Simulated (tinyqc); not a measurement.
LED efficiency against current.

ABC model of an LED: J = q da (A n + Ba n^2 + Ca n^3), IQE = Ba n^2/(A n + Ba n^2 + Ca n^3), differential lifetime 1/(A + 2 Ba n + 3 Ca n^2).

Parameters, values chosen for the exercise:
```
symbol,value,unit,meaning
A,4.9e5,1/s,defect coefficient of the active layer
Ba,7.8e-10,cm^3/s,radiative coefficient of the active layer
Ca,6.9e-29,cm^6/s,Auger coefficient of the active layer
da,38,nm,thickness of the active layer
```

Constants: q = 1.602176634e-19 C. Results are converted to the units shown.

LED efficiency against current:
```
J (A/cm^2)	n (cm^-3)	IQE (%)	defect share (%)	Auger share (%)	differential lifetime (ns)
0.01	4.2847e15	87.184	12.782	0.033046	139.31
0.05	9.9475e15	93.982	5.9352	0.082701	62.389
0.2	2.0193e16	96.815	3.0120	0.17294	31.177
0.8	4.0659e16	98.131	1.5162	0.35295	15.562
3	7.8894e16	98.528	0.78454	0.68764	8.0094
10	1.4389e17	98.319	0.42925	1.2515	4.3622
60	3.4977e17	96.830	0.17391	2.9961	1.7499
200	6.3127e17	94.622	0.094162	5.2840	0.93654
1000	1.3702e18	89.153	0.040876	10.806	0.39579
```

Read the table: what changes, and by how much?

The IQE goes from 87.2 through a maximum of 98.5 (at J = 3 A/cm^2 among the rows listed) to 89.2 %. The exact peak, Q/(Q + 2) = 98.5 % with Q = Ba/sqrt(A Ca) = 134, lies at n = sqrt(A/Ca) = 8.43e16 cm^-3, J = 3.42 A/cm^2, where the defect and Auger shares are equal. n goes as J^(0.52) at the low end and J^(0.48) at the high end.

Program tinyqc, `OMP_NUM_THREADS=1 python tinyqc.py 2300038 2300039 out.jsonl`; Intel Xeon 2.30GHz, shared host, one thread, about 0.01 s.
